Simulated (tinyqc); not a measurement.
Ion implantation: universal nuclear stopping, Lindhard-Scharff electronic stopping and a Gaussian range profile: one step, computed by the program tinyqc. Command: `OMP_NUM_THREADS=1 python tinyqc.py 3015908 3015909 out.jsonl implant walk`. One thread of a shared host (Intel(R) Xeon(R) Processor @ 2.30GHz), about 0.07 s of CPU time with the checks.

An ion slows by elastic collisions with screened nuclei and by friction with electrons; channelling is ignored and the target is uniform.

Problem. Gaussian profile. C(x) = C_p exp(-(x - R_p)^2/(2 dR_p^2)) with C_p = Q/(sqrt(2 pi) dR_p), 1 nm = 1e-7 cm; the profile falls to the background at x_j = R_p + dR_p sqrt(2 ln(C_p/C_B)); the peak atomic fraction is C_p/N.

Inputs (values chosen for the exercise, modelled on boron ions in silicon): target density N = 49.94 1/nm^3; dose Q = 6e+12 1/cm^2; background C_B = 5.7e+15 1/cm^3.

straggle dR_p = 24.37018 nm

projected range R_p = 81.29118 nm

Give: peak concentration C_p; depth x_j where C falls to C_B; peak atomic fraction.

Solution.

peak concentration C_p = 9.8221e+17 1/cm^3

Depth x_j where C falls to C_B = 159.50 nm

peak atomic fraction = 1.9668e-05

Caution: the estimates of R_p and dR_p assume mainly nuclear stopping and an ion not much lighter than the target; here they are rough, and for light ions in heavy targets the straggle can be low by a factor of two or more.
